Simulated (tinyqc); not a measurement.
From results back to parameters: smearing for a one-band metal on the square lattice. Three cases, with inputs chosen for the exercise.

Problem. With Gaussian smearing, f = erfc(x)/2, s = exp(-x^2)/(2 sqrt(pi)), x = (E_k - mu)/sigma and free energy F = E - sigma S, small widths give F(sigma) = E0 - D sigma^2/4, where D is the density of states at the Fermi level (both spins, per cell). F at two widths was computed from hidden E0 and D.

Case 1.

Values chosen: s1 = 0.103 eV; s2 = 0.206 eV.
F(s1) = -1.6787097 eV
F(s2) = -1.6895388 eV

Case 2.

Values chosen: s1 = 0.072 eV; s2 = 0.144 eV.
F(s1) = -0.9247307 eV
F(s2) = -0.9329227 eV

Case 3.

Values chosen: s1 = 0.033 eV; s2 = 0.066 eV.
F(s1) = -0.3113723 eV
F(s2) = -0.3118893 eV

Find: D; E0.

Solution. D = 4 (F(s1) - F(s2))/(s2^2 - s1^2); E0 = F(s1) + D s1^2/4.

Case 1.

D = 1.361 1/eV
E0 = -1.6751 eV

Case 2.

D = 2.107 1/eV
E0 = -0.9220 eV

Case 3.

D = 0.633 1/eV
E0 = -0.3112 eV

Computed by tinyqc, one run a case: `OMP_NUM_THREADS=1 python tinyqc.py N N+1 out.jsonl` with N = 1650446, 1650499, 1650571; one thread of a shared Intel(R) Xeon(R) Processor @ 2.30GHz, about 0.07 s a run at most.
